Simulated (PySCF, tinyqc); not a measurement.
Worked calculation: RHF in the sto-3g basis, for Be, spin multiplicity 1. The lowest restricted solution is unstable here: a spin-polarised one lies 0.0012 hartree lower (PySCF). One step of it, computed by the program tinyqc.

Task: Iteration 2: building the Fock matrix. J_ij = sum D_kl (ij|kl), K_ij = sum D_kl (ik|jl); F = H + J - 0.5 K; E = tr D H + tr D J / 2 - 0.25 tr D K + E_nn.

D after iteration 1, order 1Be 1s, 1Be 2s, 1Be 2px, 1Be 2py, 1Be 2pz:
$$\begin{pmatrix}
2.144425 & -0.556515 & 0.000000 & 0.000000 & 0.000000 \\
-0.556515 & 2.144425 & 0.000000 & 0.000000 & 0.000000 \\
0.000000 & 0.000000 & 0.000000 & 0.000000 & 0.000000 \\
0.000000 & 0.000000 & 0.000000 & 0.000000 & 0.000000 \\
0.000000 & 0.000000 & 0.000000 & 0.000000 & 0.000000
\end{pmatrix}$$

core Hamiltonian H = T + V (hartree), order 1Be 1s, 1Be 2s, 1Be 2px, 1Be 2py, 1Be 2pz:
$$\begin{pmatrix}
-7.867117 & -1.932258 & 0.000000 & 0.000000 & 0.000000 \\
-1.932258 & -2.102157 & 0.000000 & 0.000000 & 0.000000 \\
0.000000 & 0.000000 & -1.634157 & 0.000000 & 0.000000 \\
0.000000 & 0.000000 & 0.000000 & -1.634157 & 0.000000 \\
0.000000 & 0.000000 & 0.000000 & 0.000000 & -1.634157
\end{pmatrix}$$

Two-electron integrals (ij|kl) in chemists' order, unique and non-zero (hartree):
```
(11|11) 2.298831   (21|11) 0.392036   (21|21) 0.079539   (22|11) 0.570988
(22|21) 0.143041   (22|22) 0.417683   (31|31) 0.014607   (32|31) 0.021888
(32|32) 0.092265   (33|11) 0.569578   (33|21) 0.143083   (33|22) 0.417589
(33|33) 0.449859   (41|41) 0.014607   (42|41) 0.021888   (42|42) 0.092265
(43|43) 0.024249   (44|11) 0.569578   (44|21) 0.143083   (44|22) 0.417589
(44|33) 0.401360   (44|44) 0.449859   (51|51) 0.014607   (52|51) 0.021888
(52|52) 0.092265   (53|53) 0.024249   (54|54) 0.024249   (55|11) 0.569578
(55|21) 0.143083   (55|22) 0.417589   (55|33) 0.401360   (55|44) 0.401360
(55|55) 0.449859
```

nuclear repulsion = 0 hartree

Give: Coulomb J; exchange K; Fock matrix F; total energy of this density.

Result:

Coulomb J (hartree), order 1Be 1s, 1Be 2s, 1Be 2px, 1Be 2py, 1Be 2pz:
$$\begin{pmatrix}
5.718 & 1.059 & 0.000 & 0.000 & 0.000 \\
1.059 & 1.961 & 0.000 & 0.000 & 0.000 \\
0.000 & 0.000 & 1.958 & 0.000 & 0.000 \\
0.000 & 0.000 & 0.000 & 1.958 & 0.000 \\
0.000 & 0.000 & 0.000 & 0.000 & 1.958
\end{pmatrix}$$

exchange K (hartree), order 1Be 1s, 1Be 2s, 1Be 2px, 1Be 2py, 1Be 2pz:
$$\begin{pmatrix}
4.664 & 0.785 & 0.000 & 0.000 & 0.000 \\
0.785 & 0.907 & 0.000 & 0.000 & 0.000 \\
0.000 & 0.000 & 0.205 & 0.000 & 0.000 \\
0.000 & 0.000 & 0.000 & 0.205 & 0.000 \\
0.000 & 0.000 & 0.000 & 0.000 & 0.205
\end{pmatrix}$$

Fock matrix F (hartree), order 1Be 1s, 1Be 2s, 1Be 2px, 1Be 2py, 1Be 2pz:
$$\begin{pmatrix}
-4.481 & -1.266 & 0.000 & 0.000 & 0.000 \\
-1.266 & -0.595 & 0.000 & 0.000 & 0.000 \\
0.000 & 0.000 & 0.221 & 0.000 & 0.000 \\
0.000 & 0.000 & 0.000 & 0.221 & 0.000 \\
0.000 & 0.000 & 0.000 & 0.000 & 0.221
\end{pmatrix}$$

total energy of this density = -14.35188 hartree

This density is a damped mixture and is not idempotent.
